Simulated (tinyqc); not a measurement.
From results back to parameters: propagation of a band-gap error through k.p and effective-mass formulas. Four cases, with inputs chosen for the exercise.

Problem. A calculation returned the electron mass below. With 1/me = 1 + Ep (E + 2 Dso/3)/(E (E + Dso)) and the given Ep and Dso, which gap E did it have, and by what factor is exp(-E/2kT) off against the gap Eg?

Constants: kB = 8.617333262e-05 eV/K.

Case 1.

Values chosen (reference values near those of InP, gap at low temperature; not measured data):
- Eg = 1.422 eV (gap at Gamma to the s-like level)
- Dso = 0.109 eV (spin-orbit splitting)
- Ep = 21 eV (Kane energy)
- T = 300 K (temperature)

me = 0.0232767 m0

Case 2.

Values chosen (reference values near those of GaSb, gap at low temperature; not measured data):
- Eg = 0.827 eV (gap at Gamma to the s-like level)
- Dso = 0.754 eV (spin-orbit splitting)
- Ep = 27 eV (Kane energy)
- T = 300 K (temperature)

me = 0.0402876 m0

Case 3.

Values chosen (reference values near those of GaAs, gap at low temperature; not measured data):
- Eg = 1.522 eV (gap at Gamma to the s-like level)
- Dso = 0.339 eV (spin-orbit splitting)
- Ep = 26 eV (Kane energy)
- T = 77 K (temperature)

me = 0.0913751 m0

Case 4.

Values chosen (reference values near those of InAs, gap at low temperature; not measured data):
- Eg = 0.418 eV (gap at Gamma to the s-like level)
- Dso = 0.396 eV (spin-orbit splitting)
- Ep = 21.6 eV (Kane energy)
- T = 77 K (temperature)

me = 0.0099984 m0

Find: X = 1/me - 1; E; log10 of the factor.
Solution. X E^2 + (X Dso - Ep) E - (2/3) Ep Dso = 0 has one positive root; the factor is exp((Eg - E)/2kT).

Case 1.

X = 1/me - 1 = 41.961
E = 0.469 eV
log10 of the factor = 8.00

Case 2.

X = 1/me - 1 = 23.822
E = 0.968 eV
log10 of the factor = -1.18

Case 3.

X = 1/me - 1 = 9.944
E = 2.511 eV
log10 of the factor = -32.37

Case 4.

X = 1/me - 1 = 99.016
E = 0.167 eV
log10 of the factor = 8.21

Computed by tinyqc, one run a case: `OMP_NUM_THREADS=1 python tinyqc.py N N+1 out.jsonl` with N = 1851092, 1851094, 1851097, 1851107; one thread of a shared Intel(R) Xeon(R) Processor @ 2.30GHz, about 0.01 s a run at most.
